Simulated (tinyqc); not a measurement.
## A discretised effective-mass wire between two leads, recursive Green functions: transmission against energy

Finite differences on a grid of step a give a chain with hopping -t, t = C/(m a^2), C = hbar^2/(2 m0), and site energies 2 t + U_i for the N = 8 sites of the device; the semi-infinite leads have site energy 2 t. Each slice is one site, and V = -t couples neighbouring slices.

Sigma = t^2 g(E - 2 t), g(x) = (x - i sqrt(4 t^2 - x^2))/(2 t^2) for |x| < 2 t and (x - sign(x) sqrt(x^2 - 4 t^2))/(2 t^2) otherwise; Gamma = i (Sigma - Sigma^dagger); both leads give the same. Forward pass: g_1 = (E - H_1 - Sigma)^(-1), g_i = (E - H_i - V g_(i-1) V^dagger)^(-1), with Sigma also subtracted on the last slice; G_(i,1) = g_i V G_(i-1,1), starting from g_1. H_i is the block of slice i, its site energy. T(E) = Tr[Gamma G_(N,1) Gamma G_(N,1)^dagger].

Parameters, values chosen for the exercise:
- m = 0.065 m0 (effective mass)
- a = 1.1 nm (grid step)
- U = [0, 0.25, 0.25, 0.25, 0, 0, 0, 0] eV (potential on the sites 1 to N)

Constants: q = 1.602176634e-19 C, hbar = 1.054571817e-34 J s, m0 = 9.1093837015e-31 kg, hbar^2/(2 m0) = 0.0380998212 eV nm^2. Results are converted to the units shown.

Transmission against energy:

| E (eV) | open modes | T(E) | T(E) per open mode |
|---|---|---|---|
| 0.007 | 1 | 0.0077604 | 0.0077604 |
| 0.049 | 1 | 0.059640 | 0.059640 |
| 0.09 | 1 | 0.11938 | 0.11938 |
| 0.131 | 1 | 0.18810 | 0.18810 |
| 0.172 | 1 | 0.26512 | 0.26512 |
| 0.213 | 1 | 0.34898 | 0.34898 |
| 0.254 | 1 | 0.43734 | 0.43734 |
| 0.295 | 1 | 0.52718 | 0.52718 |
| 0.336 | 1 | 0.61507 | 0.61507 |
| 0.377 | 1 | 0.69761 | 0.69761 |
| 0.418 | 1 | 0.77190 | 0.77190 |
| 0.459 | 1 | 0.83585 | 0.83585 |
| 0.5 | 1 | 0.88840 | 0.88840 |

T(E) lies between 0.00776 (E = 0.007 eV) and 0.888 (E = 0.5 eV) in these rows. The leads offer 1 open mode(s), of which the mean share 0.44 is transmitted. In 6 of the 13 rows E exceeds 0.6 t, where the lattice band lies more than 5 % below the parabola at the same k, so the grid is coarse for a continuum model.

Numbers from tinyqc (`OMP_NUM_THREADS=1 python tinyqc.py 2660021 2660022 out.jsonl`; about 0.01 s on one thread of a shared Intel Xeon 2.30GHz).
